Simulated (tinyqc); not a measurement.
Comparisons within one model: configuration-coordinate model of carrier capture at a defect. A value that a table varies takes the place of the one given here.

Two parabolas of equal curvature k in one coordinate Q: with the carrier free at the band edge, U_f = k Q^2/2; with the carrier trapped, U_t = k (Q - dQ)^2/2 - ET. ER = k dQ^2/2, Huang-Rhys factor S = ER/hw, hw = 0.0646541 sqrt(k/M) eV for k in eV/angstrom^2 and M in u. The curves cross at a height Eb = (ER - ET)^2/(4 ER) above the free minimum.

Multiphonon factor for giving p = ET/hw phonons to the lattice: W = exp(-S (2 nb + 1)) ((nb + 1)/nb)^(p/2) I_p(x), nb = 1/(exp(hw/kT) - 1), x = 2 S sqrt(nb (nb + 1)), I_p the modified Bessel function. Classical limit: W = hw exp(-Eb/kT)/sqrt(4 pi ER kT). At T = 0: exp(-S) S^p/Gamma(p + 1).

Constants: kB = 8.617333262e-05 eV/K.

Values chosen for the exercise (of the size met at a DX centre in AlGaAs; not measured data):
- ET = 0.1 eV (thermal depth of the level below the band edge)
- ER = 0.77 eV (relaxation energy)
- hw = 0.015 eV (phonon energy of the mode)
- T = 300 K (temperature)

## Capture against temperature

The local activation energy is -d ln W/d(1/kT), by central differences with T changed by 1 %.

Against T:
```
T (K)  kT/hw  log10 W  log10 W, classical  activation energy (eV)
40     0.230  -13.209             -19.449                  0.0311
60     0.345  -11.110             -13.416                  0.0717
80     0.460   -9.351             -10.418                  0.0959
120    0.689   -7.102              -7.445                  0.1174
160    0.919   -5.827              -5.977                  0.1251
220    1.264   -4.734              -4.794                  0.1287
300    1.723   -3.947              -3.971                  0.1286
400    2.298   -3.411              -3.422                  0.1261
550    3.160   -2.986              -2.990                  0.1207
```

log10 W at T = 0 = -14.305
Eb = 0.1457 eV

What does this show?

At 40 K log10 W is -13.21, against -14.31 at T = 0 and -19.4 classically; at 550 K the two forms differ by 0.00. The activation energy read from an Arrhenius plot goes from 0.031 eV at 40 K to 0.121 at 550 K, with its largest value 0.129 at 220 K, against Eb = 0.146 eV; the classical form itself gives Eb - kT/2. A measured slope therefore understates the barrier.

## Capture against depth of the level

ET is varied at fixed ER, hw and T, as by moving the band edge with alloying or pressure.

Against ET:
```
ET/ER  ET (eV)  Eb (eV)  log10 W  log10 W, classical
0.10     0.077   0.1559   -4.117              -4.142
0.25     0.193   0.1083   -3.320              -3.342
0.50     0.385   0.0481   -2.318              -2.331
0.75     0.578   0.0120   -1.723              -1.725
1.00     0.770   0.0000   -1.529              -1.523
1.25     0.963   0.0120   -1.729              -1.725
1.50     1.155   0.0481   -2.314              -2.331
2.00     1.540   0.1925   -4.601              -4.757
3.00     2.310   0.7700  -13.327             -14.458
```

How do the results move?

Capture is fastest at ET/ER = 1 among these rows, where the barrier vanishes or nearly so. The classical form is symmetric about ET = ER; the quantum one gives -2.32 at 0.5 and -2.31 at 1.5, against -2.33 for both. At ET = 3 ER it lies 1.1 decades above the classical value: deep levels capture by emitting many phonons, and the rate falls with depth by 11.3 decades per eV between the last two rows. Rows deeper than the gap of the host are formal.

## What each parameter does

Eb, log10 W and the full width 2.35482 sqrt(ER hw coth(hw/2kT)). Each row changes one parameter from the base and keeps the others.

Results:
```
case           Eb (eV)  log10 W  full width (eV)
base            0.1457   -3.947           0.4764
ET = 0.14 eV    0.1289   -3.664           0.4764
ER = 0.82 eV    0.1580   -4.165           0.4916
hw = 0.018 eV   0.1457   -3.857           0.4792
T = 330 K       0.1457   -3.751           0.4984
```

What can be read from the table?

The largest shifts from the base row, up to three for each result and ties (the steps differ in size, so this ranks the rows, not the parameters). Eb (eV): ET -0.0169, ER +0.0123; unchanged at the printed digits by hw and T. log10 W: ET +0.283, ER -0.219, T +0.196. full width (eV): T +0.0221, ER +0.0152, hw +0.0028; unchanged at the printed digits by ET.

Run: tinyqc, `OMP_NUM_THREADS=1 python tinyqc.py 1451256 1451257 out.jsonl`; Intel(R) Xeon(R) Processor @ 2.30GHz, one thread, shared host; about 0.01 s of CPU time with all checks.
